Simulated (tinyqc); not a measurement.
Tight binding, kagome lattice, step by step. One step of it, computed by the program tinyqc.

Question. Bloch Hamiltonian at k. H_AB = -t1 - t2 exp(-i k.a1), H_AC = -t1 - t2 exp(-i k.a2), H_BC = -t1 - t2 exp(i k.(a1 - a2)), H_CC = delta.

Parameters chosen for this model:

| parameter | value | unit |
|---|---|---|
| t1 | 1.090000 | eV, up triangles |
| t2 | 1.090000 | eV, down triangles |
| delta | 0.160000 | eV on site C |

k point k (fractions of the reciprocal vectors): 0.440000  -0.020000

Give: H(k) at k.

Answer.

H(k) at k (eV), lower triangle (Hermitian):
```
                 A                B       C
A           0.0000
B  -0.0765-0.4013i           0.0000
C  -2.1714+0.1366i  -0.0342+0.2711i  0.1600
```
